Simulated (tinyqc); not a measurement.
# CMOS latch-up, two-transistor model: two studies

A parasitic pnp (emitter at Vdd, base shunted by Rw) and npn (emitter at ground, base shunted by Rs) feed each other: the npn collector current flows out of the pnp base node, the pnp collector current into the npn base node. Forward-active transistors with constant gains: Icn = Isn exp(Vn/Vt), Icp = Isp (exp(Vp/Vt) - 1). A current Ii is injected into the npn base node.

Values chosen for this exercise; values close to those of bulk CMOS: temperature T = 300 K; current gain of the npn bn = 10.5; current gain of the pnp bp = 4.1; saturation current of the npn at T Isn = 8.8e-16 A; saturation current of the pnp at T Isp = 6.1e-15 A; substrate resistance shunting the npn Rs = 1700 ohm; well resistance shunting the pnp Rw = 240 ohm; resistance from the pnp collector to the npn base R2 = 34 ohm; base-emitter voltage in the on state Von = 0.77 V; saturation voltage Vsat = 0.16 V; supply voltage Vdd = 1.8 V.

Constants: q = 1.602176634e-19 C, kB = 1.380649e-23 J/K, Vt = kB T/q. Results are converted to the units shown.

Each table varies one quantity; the others keep the values above.

## Effect of the resistance from the pnp collector to the npn base

Node equations: Vp/Rw + Icp/bp = Icn and Vn/Rs + Icn/bn = Icp + Ii. Loop gain G = gn gp/[(1/Rw + gp/bp)(1/Rs + gn/bn)], gn = Icn/Vt, gp = (Icp + Isp)/Vt; the off state ends where G = 1, and Ii there is the trigger current. On state with both base-emitter voltages at Von: npn base current Ib = (Von/Rs + bp Von/Rw)/(bn bp - 1), holding current Ih = (bn + 1) Ib + Von/Rs, holding voltage Vh = Vsat + Von + R2 (Ib + Von/Rs).

The same in every row: Vn at trigger (V) = 0.7392; trigger current (mA) = 0.6427; Ih (mA) = 4.174.

Results:
```
R2 (ohm)  Vh (V)
5         0.9339
14        0.9409
37        0.9587
100        1.008
740        1.505
2000       2.483
```

Estimate the missing row, R2 = 270 ohm.

Computed row:
```
R2 (ohm)  Vh (V)
270        1.140
```

With this row back in the table: As R2 goes from 5 to 2000 ohm, the trigger current stays at 0.643 mA, Ih stays at 4.17 mA and Vh rises from 0.934 to 2.48 V. Vh exceeds the supply Vdd = 1.8 V, which then cannot sustain a latched state, in 1 of the 7 rows.

## Effect of the current gain of the pnp

Same model as above.

Effect of the current gain of the pnp:
```
bp    Vn at trigger (V)  trigger current (mA)  Ih (mA)  Vh (V)
0.11             0.7505                0.6689    60.24   1.122
0.22             0.7408                0.6492    10.63  0.9755
0.42             0.7398                0.6455    6.525  0.9634
0.83             0.7394                0.6438    5.097  0.9591
1.6              0.7393                0.6431    4.519  0.9574
3.2              0.7392                0.6428    4.234  0.9566
6.2              0.7391                0.6426    4.103  0.9562
12               0.7391                0.6425    4.037  0.9560
```

As bp goes from 0.11 to 12, the trigger current falls from 0.669 to 0.643 mA, Ih falls from 60.2 to 4.04 mA and Vh falls from 1.12 to 0.956 V. Vh exceeds the supply Vdd = 1.8 V, which then cannot sustain a latched state, in 0 of the 8 rows. For bp = 0.057 the product of the gains is about one or less, so there is no latched state. For bp = 0.11 the holding current passes 50 mA, where high injection lowers the gains.

Program tinyqc, `OMP_NUM_THREADS=1 python tinyqc.py 2670034 2670035 out.jsonl`; Intel Xeon 2.30GHz, shared host, one thread, about 0.06 s.
